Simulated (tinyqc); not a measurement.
One gate, two gates and a surrounding gate.

Below threshold the potential that source and drain add obeys Laplace's equation, vanishes on the gates and decays along the channel as exp(-k y). The same ts (depleted depth over a conducting body, body thickness or wire diameter), ti and permittivities in three geometries; k is the smallest positive root of: one gate, f(k) = eps_r sin(k ti) cos(k ts) + ei cos(k ti) sin(k ts); two gates, f(k) = ei cos(k ti) cos(k ts/2) - eps_r sin(k ti) sin(k ts/2); wire, f(k) = ei J0(u)[J1(u) Y0(v) - Y1(u) J0(v)] - eps_r J1(u)[J0(u) Y0(v) - Y0(u) J0(v)], u = k ts/2, v = u + k ti. Parabolic estimates of l: sqrt((eps_r/ei) ts ti); sqrt((eps_r/(2 ei)) ts ti (1 + ei ts/(4 eps_r ti))); sqrt([2 eps_r ts^2 ln(1 + 2 ti/ts) + ei ts^2]/(16 ei)), in the same order.

Values chosen for this exercise; permittivities: semiconductor close to that of silicon, insulator close to that of aluminium oxide:
- eps_r = 11.9 (relative permittivity of the semiconductor)
- ei = 8.87 (relative permittivity of the insulator)
- ti = 2.5 nm (insulator thickness)
- ts = 15 nm (body thickness)

Scale lengths (nm):

|  | Lambda = pi/k | l = 1/k | l(parabolic) |
|---|---|---|---|
| one gate over a conducting body | 18.21 | 5.795 | 7.093 |
| two gates | 21.49 | 6.840 | 7.299 |
| wire | 14.05 | 4.471 | 4.992 |

What does the table show?

The wire has the shortest scale length, 0.654 times that of the double gate; the single gate over a conducting body has 0.847 times it, its layer ending directly on a conductor where the double gate has a second insulator. The parabolic estimates are 22 % above, 6.7 % above and 12 % above the exact l, in the order of the rows.

Numbers from tinyqc (`OMP_NUM_THREADS=1 python tinyqc.py 2420159 2420160 out.jsonl`; about 0.01 s on one thread of a shared Intel Xeon 2.30GHz).
